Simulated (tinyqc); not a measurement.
Weakening the contact bond: metal-induced gap states at the contact of a metal chain and a two-band chain.

The semiconductor alternates sites A at -Eg/2 and C at +Eg/2 with hopping -t; the gap runs from -Eg/2 to Eg/2. In the gap cosh(q a) = 1 + (Eg^2/4 - E^2)/(2 t^2) and the amplitude changes by -exp(-q a) a period. The metal has site energy 0 and hopping -tm; its end site has g_m = (E - i sqrt(4 tm^2 - E^2))/(2 tm^2). Sites 1, 2, ... count into the semiconductor, with energies e1, e2 alternating. The clean half chain has g1 = 1/(E - e1 - t^2 g2), g2 = 1/(E - e2 - t^2 g1), decaying root. With the contact G11 = 1/(1/g1 - tc^2 g_m), and the density on site j is -Im G_jj/pi = |psi_j/psi_1|^2 (-Im G11/pi), per spin, with psi_2/psi_1 = -t g2, psi_3/psi_2 = -t g1.

Constants: e^2/(4 pi eps0) = 14.39964547 eV angstrom.

Parameters, chosen for this exercise (gap and optical dielectric constant near those of Si; the chain itself is a model; shifted at random, so the results belong to these values and not to a real crystal): Eg = 1.09 eV (gap); t = 3.04 eV (hopping in the semiconductor); tm = 2.18 eV (hopping in the metal); end = A (site that touches the metal); a = 3.84 angstrom (period (two sites); one chain for each area a^2); eps = 11.3 (dielectric constant); E = -0.32 eV (energy from mid-gap).

At the given E, tc is varied, as by a thin spacer. xi = 1/(2q), N = 2 (summed density)/a^2, S = 1/(1 + 4 pi e^2 N xi/eps) with xi and eps kept.

Against tc:
```
tc (eV),D1 (1/eV),summed density (1/eV),S
0.10,0.00052,0.00255,0.9317
0.25,0.00327,0.01589,0.6863
0.50,0.01291,0.06282,0.3563
0.80,0.03173,0.15442,0.1838
1.20,0.06210,0.30219,0.1032
1.80,0.08816,0.42904,0.0750
2.50,0.07779,0.37855,0.0841
3.50,0.04993,0.24296,0.1252
```

What can be read from this table?

For a weak bond the density goes as tc^2 (ratio 6.23 between 0.25 and 0.1 eV, against 6.25). It is largest at tc = 1.8 eV among these rows and falls beyond, as the first site pairs off with the metal. S is 0.932 at 0.1 eV and has its least value, 0.075, in that row.

Run: tinyqc, `OMP_NUM_THREADS=1 python tinyqc.py 1481519 1481520 out.jsonl`; Intel(R) Xeon(R) Processor @ 2.30GHz, one thread, shared host; about 0.01 s of CPU time with all checks.
